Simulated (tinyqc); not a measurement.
Random telegraph noise from one oxide trap in a small MOSFET: two steps of the calculation.

An acceptor-like trap exchanges electrons with the channel. Inversion charge Q = Cox u, u = n Vt W0(exp((Vg - VT)/(n Vt))), W0 the Lambert function, n = nf, Cox = eps0 eox/tox; linear regime Id = (W/L) mu Q Vd. Relative to threshold the surface potential rises by Vt ln(u/u0) and the oxide voltage by the rest of Vg - VT, with u0 = n Vt W0(1).

Parameters, values chosen for the exercise; values of the order met in silicon transistors:
- T = 250 K (temperature)
- eox = 8.91 (relative permittivity of the gate insulator (close to aluminium oxide))
- tox = 2.7 nm (insulator thickness)
- xt = 1.1 nm (depth of the trap from the channel interface)
- E0 = 0.14 eV (trap level above the channel Fermi level at threshold)
- s0 = 1e-16 cm^2 (capture prefactor)
- EB = 0.18 eV (capture barrier (lattice relaxation))
- lt = 0.15 nm (tunnelling decay length)
- vth = 2.2e7 cm/s (thermal velocity)
- zi = 2 nm (thickness of the inversion layer)
- VT = 0.38 V (threshold voltage)
- nf = 1.08 (body factor)
- Vg = 0.65 V (gate voltage)

Constants: q = 1.602176634e-19 C, kB = 1.380649e-23 J/K, Vt = kB T/q, eps0 = 8.8541878128e-14 F/cm where lengths are in cm. Results are converted to the units shown.

Task 1. Trap level, time constants and occupancy. N = Cox u/q; dpsi = Vt ln(u/u0); E = E0 - dpsi - (xt/tox)(Vg - VT - dpsi); capture time tc = 1/[(N/zi) vth s0 exp(-xt/lt - EB/Vt)]; emission time te = tc exp(-E/Vt); occupancy te/(tc + te).

Find: u; N; dpsi; E; tc; te; occupancy.

Result 1.

u = 0.21795 V
N = 3.9747e12 cm^-2
dpsi = 0.060415 V
E = -0.0058017 eV
tc = 1.4886e-4 s
te = 1.9486e-4 s
occupancy = 0.56692

The trap lies 0.27 Vt below the Fermi level, so it is filled 56.7 % of the time.

Task 2. Lorentzian spectrum. Spectrum S(f) = 4 dI^2/{(tc + te)[(1/tc + 1/te)^2 + (2 pi f)^2]}; corner fc = (1/tc + 1/te)/(2 pi); variance dI^2 tc te/(tc + te)^2. Give S at f = 0, at fc and at 10 fc.

tc = 1.4885750e-4 s
te = 1.9486261e-4 s
dI = 11.914693 nA

Find: fc; S(0); S(fc); S(10 fc); rms current.

Result 2.

fc = 1885.9 Hz
S(0) = 1.1765e-20 A^2/Hz
S(fc) = 5.8827e-21 A^2/Hz
S(10 fc) = 1.1649e-22 A^2/Hz
rms current = 5.9037 nA

The rms value is 0.496 of the step; it reaches its largest share, 1/2, when tc = te.

Range of the model: VT is taken as given; short-channel effects and the uneven flow of current among few electrons are left out.

Computed by the program tinyqc: `OMP_NUM_THREADS=1 python tinyqc.py 2710169 2710170 out.jsonl`, one thread of a shared Intel Xeon 2.30GHz, about 0.01 s for the whole run.
